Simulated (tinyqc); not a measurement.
A longer run and its error bar: q-state Potts model on a small periodic square lattice: enumeration, Metropolis, heat-bath and Wolff steps. Computed by tinyqc, a small Python program. Command: `OMP_NUM_THREADS=1 python tinyqc.py 3113756 3113757 out.jsonl potts walk`. One thread of a shared host (Intel(R) Xeon(R) Processor @ 2.30GHz), about 0.1 s of CPU time with the checks.

E = -J x (number of nearest-neighbour bonds with equal states); n x n sites with periodic edges have 2 n^2 bonds. Order parameter m = (q f - 1)/(q - 1), f being the largest share of one state. Sites are numbered row by row from 0. Here q = 4 and n = 3.

Inputs (values chosen for the exercise, for a model of domains or grain orientations):

| quantity | value | unit |
|---|---|---|
| number of states q | 4 | - |
| edge n | 3 | - |
| coupling J | 41 | meV |
| temperature T | 691 | K |
| seed | 344939 | - |

Update: heat bath.

Constants: k_B = 8.617333262e-05 eV/K.

Method:
- K = J/(k_B T); the infinite square lattice orders at K_c = ln(1 + sqrt(q)); Wolff bond probability p = 1 - exp(-K).
- All q^(n^2) states are counted by their number b of equal bonds; weights g(b) exp(K b), K = J/(k_B T). Per site: u = -J <b>/n^2, c/k_B = K^2 (<b^2> - <b>^2)/n^2.
- ln Z = ln sum g(b) exp(K b); entropy per site s/k_B = (ln Z - K <b>)/n^2.
- After 400 updates are discarded, b is recorded for 4000 sweeps of n^2 steps of the update named (random numbers not printed, so these rows are one sample). Records are averaged in blocks; the error is the scatter of block means over sqrt(number of blocks), and the last column its square over that for single records.

start states:
```
   1  2  3
1  3  3  0
2  2  2  0
3  0  0  2
```

K = 0.688546

<b> = 8.77712

Blocking:

| block length | mean b | error | variance ratio |
|---|---|---|---|
| 1 | 8.7085 | 0.05608 | 1.0000 |
| 4 | 8.7085 | 0.08144 | 2.1085 |
| 16 | 8.7085 | 0.09623 | 2.9440 |
| 40 | 8.7085 | 0.10127 | 3.2604 |
| 100 | 8.7085 | 0.10681 | 3.6267 |

What does the comparison show, and why?

The run gives 8.709 +/- 0.101 (blocks of 40) against the exact 8.777, a difference of 0.7 error bars. Single records understate the error by a factor of about 1.8, because successive records are correlated.

Extremes, crossings and ranges named in words are read from the listed rows.
